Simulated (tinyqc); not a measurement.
G0W0 on RHF in the 6-31g basis, for H3+, spin multiplicity 1, step by step. One step of it, computed by the program tinyqc.

Task: G0W0 on Hartree-Fock: LUMO. W(p,q,m) = sqrt2 sum_ia (pq|ia) (X+Y)_ia,m; Sigma_c(x) = sum_(i,m) W^2/(x - e_i + w_m) + sum_(a,m) W^2/(x - e_a - w_m); solve x = e_p + Sigma_c(x) by Newton steps; Z = 1/(1 - dSigma/dx); 1 hartree = 27.211386 eV.

orbital energies (hartree): MO1 -0.968904, MO2 -0.377446, MO3 -0.027950, MO4 0.557570, MO5 0.653537, MO6 0.872269

Two-electron integrals over orbitals (pq|rs), unique and non-zero (hartree):
```
(11|11) 0.563615    (21|21) 0.120240    (22|11) 0.438507    (22|22) 0.440240
(31|11) 0.085460    (31|22) -0.005533   (31|31) 0.065533    (32|21) -0.087201
(32|32) 0.093733    (33|11) 0.393752    (33|22) 0.365689    (33|31) 0.018726
(33|33) 0.348691    (41|11) 0.079065    (41|22) 0.074985    (41|31) 0.001087
(41|33) 0.044300    (41|41) 0.054731    (42|21) 0.066281    (42|32) -0.041624
(42|42) 0.064189    (43|11) -0.030088   (43|22) -0.040050   (43|31) 0.007880
(43|33) -0.014271   (43|41) -0.011724   (43|43) 0.019993    (44|11) 0.446083
(44|22) 0.409837    (44|31) 0.022655    (44|33) 0.344320    (44|41) 0.065515
(44|43) -0.042029   (44|44) 0.417320    (51|21) -0.060527   (51|32) 0.033983
(51|42) -0.055281   (51|51) 0.049068    (52|11) -0.103612   (52|22) -0.103359
(52|31) 0.002415    (52|33) -0.047915   (52|41) -0.058325   (52|43) 0.030884
(52|44) -0.102208   (52|52) 0.083499    (53|21) 0.002388    (53|32) 0.015473
(53|42) 0.024346    (53|51) -0.020093   (53|53) 0.030404    (54|21) -0.128444
(54|32) 0.098891    (54|42) -0.082657   (54|51) 0.073659    (54|53) -0.007449
(54|54) 0.157283    (55|11) 0.409772    (55|22) 0.419582    (55|31) -0.010732
(55|33) 0.342893    (55|41) 0.080555    (55|43) -0.041233   (55|44) 0.405287
(55|52) -0.111718   (55|55) 0.423992    (61|11) -0.077401   (61|22) 0.014354
(61|31) -0.067004   (61|33) -0.032187   (61|41) -0.009912   (61|43) -0.024647
(61|44) -0.000352   (61|52) -0.017001   (61|55) 0.024336    (61|61) 0.101074
(62|21) 0.055289    (62|32) -0.032996   (62|42) 0.045170    (62|51) -0.039673
(62|53) 0.019601    (62|54) -0.066702   (62|62) 0.039683    (63|11) -0.140722
(63|22) -0.068007   (63|31) -0.050933   (63|33) -0.057309   (63|41) -0.042453
(63|43) 0.006651    (63|44) -0.081162   (63|52) 0.045604    (63|55) -0.061091
(63|61) 0.059882    (63|63) 0.081242    (64|11) -0.024536   (64|22) 0.043516
(64|31) -0.050011   (64|33) 0.004272    (64|41) 0.025284    (64|43) -0.017981
(64|44) 0.020684    (64|52) -0.038194   (64|55) 0.057320    (64|61) 0.059154
(64|63) 0.023474    (64|64) 0.062711    (65|21) -0.082343   (65|32) 0.071368
(65|42) -0.056965   (65|51) 0.049431    (65|53) -0.001773   (65|54) 0.103565
(65|62) -0.041763   (65|65) 0.074160    (66|11) 0.553413    (66|22) 0.408910
(66|31) 0.101475    (66|33) 0.394357    (66|41) 0.089200    (66|43) -0.012314
(66|44) 0.426953    (66|52) -0.091105   (66|55) 0.388917    (66|61) -0.126709
(66|63) -0.162420   (66|64) -0.048079   (66|66) 0.604231
```

excitation energies w (hartree): [0.781190, 1.044582, 1.631371, 1.724757, 2.044046]

X + Y, order 1>2, 1>3, 1>4, 1>5, 1>6:
$$\begin{pmatrix}
0.865696 & 0.000000 & 0.000000 & -0.059037 & 0.000000 \\
0.000000 & 0.942784 & -0.005035 & 0.000000 & -0.078029 \\
0.000000 & 0.001907 & 0.966379 & 0.000000 & -0.037996 \\
0.145289 & 0.000000 & 0.000000 & 0.964944 & 0.000000 \\
0.000000 & 0.152923 & 0.046206 & 0.000000 & 0.941857
\end{pmatrix}$$

Give: The 12 largest terms at x = e_p; Newton steps; quasiparticle energy of the LUMO; Hartree-Fock value.

Result:

The 12 largest terms at x = e_p (hartree; W for the signs of X + Y given):
```
q  m        W       term
1  1   0.1348     0.0132
3  1  -0.0998    -0.0088
2  3   0.1035    -0.0066
1  4  -0.0926     0.0037
4  1   0.0698    -0.0028
4  4  -0.0810    -0.0025
5  3  -0.0808    -0.0025
6  1   0.0595    -0.0017
3  4   0.0537    -0.0014
6  4  -0.0588    -0.0012
5  5  -0.0198  -1.27e-04
2  5   0.0157  -1.21e-04
```

Newton steps (hartree):
```
step        x  Sigma_c(x)       Z
0     -0.3774     -0.0107  0.9722
1     -0.3879     -0.0104  0.9723
2     -0.3879     -0.0104  0.9723
```

quasiparticle energy of the LUMO = -10.5551 eV

Hartree-Fock value = -10.2708 eV
